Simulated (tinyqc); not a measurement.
Ellipsoidal valleys in the axes of a wafer and a channel: one step. Subbands and shares in a film. Four cases, with inputs chosen for the exercise.

Problem. Give the ladders, the shares and the mean conductivity mass.

Hard walls: E_n = c (n pi/t)^2/mz, c = hbar^2/2m0, n = 1, 2, 3. Non-degenerate share of a valley proportional to md sum_n exp(-E_n/kT); mean 1/mc = sum of share/mc. 1 nm = 10 angstrom.

Constants: hbar^2/2m0 = 3.80998211 eV angstrom^2; kB = 8.617333262e-05 eV/K.

Give: Subbands; mean mc.

Case 1.

Values chosen (out of a larger set: near those of the L valleys of GaAs; not measured data): t = 2.5 nm (thickness of the film); T = 300 K (temperature).

Masses (m0):
```
valley         mz        md        mc        mx        my
[111]    0.284149  0.198594  0.078000  0.078000  0.505636
[1-1-1]  0.105574  0.325808  0.574071  1.254000  0.084650
[-11-1]  0.105574  0.325808  0.574071  1.254000  0.084650
[-1-11]  0.080331  0.373506  0.078000  0.078000  1.788545
```

Solution.

Subbands:
```
valley   E1 (meV)  E2 (meV)  E3 (meV)  share
[111]       211.7     846.9    1905.6  1.000
[1-1-1]     569.9    2279.5    5129.0  0.000
[-11-1]     569.9    2279.5    5129.0  0.000
[-1-11]     749.0    2995.8    6740.6  0.000
```

mean mc = 0.0780 m0

The lowest ladder ([111]) holds 100 % of the electrons in these valleys, the next starts 358 meV higher. Energies of several hundred meV lie beyond the parabolic range, and real barriers are finite, so these are upper bounds.

Case 2.

Values chosen (out of a larger set: near those of the Delta valleys of Si; not measured data): t = 6.9 nm (thickness of the film); T = 400 K (temperature).

Masses (m0):
```
valley        mz        md        mc        mx        my
x       0.938000  0.191000  0.191000  0.191000  0.191000
y       0.191000  0.423271  0.317375  0.564500  0.317375
z       0.191000  0.423271  0.317375  0.564500  0.317375
```

Solution.

Subbands:
```
valley  E1 (meV)  E2 (meV)  E3 (meV)  share
x            8.4      33.7      75.8  0.481
y           41.4     165.4     372.2  0.260
z           41.4     165.4     372.2  0.260
```

mean mc = 0.2408 m0

The lowest ladder (x) holds 48 % of the electrons in these valleys, the next starts 33 meV higher. With E3 - E1 below about 3 kT, three subbands are too few and the shares are approximate.

Case 3.

Values chosen (out of a larger set: near those of the Delta valleys of Si; not measured data): t = 8.4 nm (thickness of the film); T = 77 K (temperature).

Masses (m0):
```
valley        mz        md        mc        mx        my
x       0.310669  0.318917  0.188000  0.188000  0.541000
y       0.310669  0.318917  0.188000  0.188000  0.541000
z       0.188000  0.409966  0.894000  0.894000  0.188000
```

Solution.

Subbands:
```
valley  E1 (meV)  E2 (meV)  E3 (meV)  share
x           17.2      68.6     154.4  0.447
y           17.2      68.6     154.4  0.447
z           28.3     113.4     255.1  0.106
```

mean mc = 0.2052 m0

The lowest ladder (x and y) holds 89 % of the electrons in these valleys, the next starts 11 meV higher.

Case 4.

Values chosen (out of a larger set: near those of the X valleys of AlAs; not measured data): t = 7.3 nm (thickness of the film); T = 400 K (temperature).

Masses (m0):
```
valley        mz        md        mc        mx        my
x       0.202000  0.465126  0.339893  0.636500  0.339893
y       0.202000  0.465126  0.339893  0.636500  0.339893
z       1.071000  0.202000  0.202000  0.202000  0.202000
```

Solution.

Subbands:
```
valley  E1 (meV)  E2 (meV)  E3 (meV)  share
x           34.9     139.7     314.4  0.272
y           34.9     139.7     314.4  0.272
z            6.6      26.4      59.3  0.456
```

mean mc = 0.2592 m0

The lowest ladder (z) holds 46 % of the electrons in these valleys, the next starts 28 meV higher. With E3 - E1 below about 3 kT, three subbands are too few and the shares are approximate.

Computed by tinyqc, one run a case: `OMP_NUM_THREADS=1 python tinyqc.py N N+1 out.jsonl` with N = 1881073, 1881079, 1881165, 1881201; one thread of a shared Intel(R) Xeon(R) Processor @ 2.30GHz, about 0.01 s a run at most.
